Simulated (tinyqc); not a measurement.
Specific resistance of a metal-semiconductor contact and its transmission-line measurement: one step, computed by the program tinyqc.

The barrier is parabolic (depletion approximation), energies E are normal energies counted from the band edge in the neutral semiconductor (downwards for holes), and the bias is zero. xi is an input, held fixed when other inputs move.

Task: Current crowding. Transmission-line model: transfer length L_T = sqrt(rho_c/R_sh); R_c = (R_sh L_T/W) coth(d/L_T). Limits: rho_c/(W d) for d << L_T, sqrt(rho_c R_sh)/W for d >> L_T.

Inputs (values chosen for the exercise, modelled on n-type GaN):
```
quantity               value        unit
temperature T             77           K
sheet resistance R_sh    350         ohm
contact length d         3.2  micrometre
contact width W           38  micrometre
```

Image-force lowering: included.

specific contact resistance rho_c = 1.928261e-07 ohm cm^2

Give: transfer length L_T; d/L_T; contact resistance R_c; R_c W; short-contact limit; long-contact limit.

Result:

transfer length L_T = 0.2347 micrometre

d/L_T = 13.63

contact resistance R_c = 2.162 ohm

R_c W = 82.15 ohm micrometre

short-contact limit = 0.1586 ohm

long-contact limit = 2.162 ohm

The contact is long: current crowds at the front edge, and more length does not help.
